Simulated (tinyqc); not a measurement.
## Voltage drop against the resistance of a horizontal segment

A grid of 17 by 17 nodes with segments Rx (rows) and Ry (columns); every node draws I1 and the central node kh I1; pads with resistance Rp sit at the nodes whose row and column are multiples of the pitch, counting from 0. The drops u = Vdd - V follow from G u = i, with G the conductance matrix and i the load currents, solved directly. Here the pitch is 4.

Values chosen for this exercise: supply voltage Vdd = 0.7 V; resistance of a vertical segment Ry = 0.19 ohm; resistance from a pad node to the supply Rp = 0.039 ohm; factor on the load at the hot node kh = 3; load current of a node in the large grid I1 = 0.19 mA.

Results:

| Rx (ohm) | pads | worst drop (mV) | mean drop (mV) | largest drop at a pad (mV) | largest pad current (mA) | worst drop over Vdd (%) |
|---|---|---|---|---|---|---|
| 0.14 | 25 | 0.26911 | 0.20825 | 0.12275 | 3.1473 | 0.038444 |
| 0.27 | 25 | 0.33410 | 0.25413 | 0.12488 | 3.2019 | 0.047729 |
| 1.1 | 25 | 0.67760 | 0.47044 | 0.12829 | 3.2895 | 0.096800 |
| 2.2 | 25 | 1.1032 | 0.72542 | 0.12950 | 3.3205 | 0.15760 |
| 4.4 | 25 | 1.9432 | 1.2227 | 0.13041 | 3.3439 | 0.27760 |
| 8.8 | 25 | 3.6175 | 2.2092 | 0.13103 | 3.3598 | 0.51678 |

Estimate the missing row, Rx = 0.55 ohm.

Computed row:

| Rx (ohm) | pads | worst drop (mV) | mean drop (mV) | largest drop at a pad (mV) | largest pad current (mA) | worst drop over Vdd (%) |
|---|---|---|---|---|---|---|
| 0.55 | 25 | 0.45638 | 0.33409 | 0.12678 | 3.2509 | 0.065197 |

With this row back in the table: The worst drop rises from 0.269 to 3.62 mV and the mean drop rises from 0.208 to 2.21 mV. The worst drop goes as Rx^(0.33) between the first two rows and Rx^(0.90) between the last two. The central node is itself a pad.

Computed by the program tinyqc: `OMP_NUM_THREADS=1 python tinyqc.py 2770124 2770125 out.jsonl`, one thread of a shared Intel Xeon 2.30GHz, about 0.1 s for the whole run.
